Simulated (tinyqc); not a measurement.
Cell and bit-line capacitance from two signals.

Problem. In a DRAM a freshly written one gives the bit-line signal (Vd/2) Cs/(Cs + Cb). Find Cs and Cb.

Parameters, values chosen for the exercise:
```
symbol,value,unit,meaning
Vd,1.1,V,array voltage
```

signal of a fresh one without and with 30 fF added to the bit line (mV): [103.12500, 63.461538]

Answer. (Vd/2)/signal = 1 + Cb/Cs, and the added capacitance raises it by its ratio to Cs.

Cs = 9.000 fF
Cb = 39.00 fF

Numbers from tinyqc (`OMP_NUM_THREADS=1 python tinyqc.py 2130069 2130070 out.jsonl`; about 0.01 s on one thread of a shared Intel Xeon 2.30GHz).
